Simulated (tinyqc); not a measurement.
Comparisons within one model: gated graphene: carriers, quantum capacitance and optical conductivity. A value that a table varies takes the place of the one given here.

Cones E = +/- hv |k|, four flavours, D(E) = 2|E|/(pi hv^2). n = (2/pi)(kT/hv)^2 F_1(mu/kT), p = (2/pi)(kT/hv)^2 F_1(-mu/kT), in 1/angstrom^2 (1e16 for 1/cm^2); F_1(eta) = integral_0^infinity x dx/(1 + exp(x - eta)). Cq/e^2 = d(n - p)/d mu = (2 kT/(pi hv^2)) ln(2 + 2 cosh(mu/kT)).

Gate: V = mu/e + e (n - p)/Cox with Cox/e^2 = k/(4 pi e2 t), t in angstrom, e2 = e^2/(4 pi eps0); 1/(eV angstrom^2) in C/e^2 equals 1602.176634 microfarad/cm^2; total 1/C = 1/Cox + 1/Cq.

Conductivity over sigma0 = e^2/(4 hbar): interband Re = sinh(E/2kT)/(cosh(mu/kT) + cosh(E/2kT)); intraband Re = (8 kT/pi) ln(2 cosh(mu/2kT)) Gm/(E^2 + Gm^2). A free sheet absorbs about pi alpha_f Re(sigma/sigma0), alpha_f the fine-structure constant (alpha among the constants).

Constants: kB = 8.617333262e-05 eV/K; e^2/(4 pi eps0) = 14.39964547 eV angstrom; fine-structure constant alpha = 0.007297352564.

Inputs chosen for the exercise (Fermi velocity near that of graphene, gate dielectric near SiO2; the results hold for these values, not for the real material): hv = 6.42 eV angstrom (hbar vF); T = 150 K; k = 3.79 (dielectric constant of the gate layer); t = 90 nm (its thickness); Gm = 2 meV (intraband damping); V = -32.12 V (gate voltage from the neutrality point).

## Gate sweep

Results:

| V (V) | mu (eV) | n - p (1/cm^2) | n + p (1/cm^2) | Cq (microfarad/cm^2) | C/Cox | Cox V/e (1/cm^2) |
|---|---|---|---|---|---|---|
| 0 | 0.0000 | 0 | 4.25e+10 | 0.443 | 0.922 | 0 |
| 0.96 | 0.0471 | 2.12e+11 | 2.14e+11 | 1.18 | 0.969 | 2.23e+11 |
| 2.6 | 0.0839 | 5.86e+11 | 5.86e+11 | 2.08 | 0.982 | 6.05e+11 |
| 6.4 | 0.1354 | 1.46e+12 | 1.46e+12 | 3.35 | 0.989 | 1.49e+12 |
| 13 | 0.1950 | 2.98e+12 | 2.98e+12 | 4.83 | 0.992 | 3.03e+12 |
| 22 | 0.2549 | 5.06e+12 | 5.06e+12 | 6.31 | 0.994 | 5.12e+12 |
| 32 | 0.3081 | 7.38e+12 | 7.38e+12 | 7.63 | 0.995 | 7.45e+12 |
| 48 | 0.3781 | 1.11e+13 | 1.11e+13 | 9.36 | 0.996 | 1.12e+13 |
| 71 | 0.4604 | 1.64e+13 | 1.64e+13 | 11.4 | 0.997 | 1.65e+13 |

At neutrality n + p = 4.25e+10 1/cm^2 of thermal carriers remain and C/Cox = 0.922; at the last row C/Cox = 0.997 and the plain capacitor rule overstates n - p by 0.7 %. Between the last two rows mu goes as V^0.50; for |mu| well above kT the limits are 1/2 where Cox is small against Cq and 1 where it is large.

## Absorption spectrum

mu = -0.30872 eV

Results:

| E (eV) | interband | intraband | absorption (%) |
|---|---|---|---|
| 0.062 | 0.0000 | 0.2043 | 0.468 |
| 0.123 | 0.0000 | 0.0519 | 0.119 |
| 0.216 | 0.0000 | 0.0168 | 0.039 |
| 0.309 | 0.0000 | 0.0082 | 0.019 |
| 0.432 | 0.0008 | 0.0042 | 0.011 |
| 0.525 | 0.0272 | 0.0029 | 0.069 |
| 0.617 | 0.4957 | 0.0021 | 1.141 |
| 0.710 | 0.9729 | 0.0016 | 2.234 |
| 0.803 | 0.9992 | 0.0012 | 2.294 |
| 0.988 | 1.0000 | 0.0008 | 2.294 |
| 1.235 | 1.0000 | 0.0005 | 2.294 |
| 1.852 | 1.0000 | 0.0002 | 2.293 |

The edge lies at 2|mu| = 0.617 eV and, for |mu| above about 3 kT (here 23.9), rises from 10 % to 90 % over about 8.8 kT = 0.114 eV. The absorption is lowest, 0.011 %, at 0.432 eV of those listed, between the Drude tail and the edge; at the last row it is 2.293 % against pi alpha_f = 2.293 %. The thin-sheet formula fails where the absorption is large, and trigonal warping matters above about 1.5 eV.

## What moves the Fermi level

All results formed anew. Each row changes one parameter from the base and keeps the others.

Results:

| case | mu (eV) | n - p (1/cm^2) | C/Cox |
|---|---|---|---|
| base | -0.3087 | -7.403e+12 | 0.9951 |
| V = -41.756 V | -0.3524 | -9.635e+12 | 0.9957 |
| t = 63 nm | -0.3690 | -1.056e+13 | 0.9942 |
| k = 4.55 | -0.3383 | -8.879e+12 | 0.9947 |
| hv = 7.06 eV angstrom | -0.3395 | -7.396e+12 | 0.9947 |
| T = 250 K | -0.3071 | -7.404e+12 | 0.9951 |

The largest shifts from the base row, up to three for each result and ties (the steps differ in size, so this ranks the rows, not the parameters). mu (eV): t -0.0602, V -0.0437, hv -0.0308. n - p (1/cm^2): t -3.15e+12, V -2.23e+12, k -1.48e+12. C/Cox: t -0.0009, V +0.0006, hv -0.0005, k -0.0005; unchanged at the printed digits by T.

Computed by tinyqc, a small Python program: `OMP_NUM_THREADS=1 python tinyqc.py 1681926 1681927 out.jsonl` (the numbers bound the seed that draws the inputs); one thread of a shared host (Intel(R) Xeon(R) Processor @ 2.30GHz), about 0.01 s for the whole set of steps.
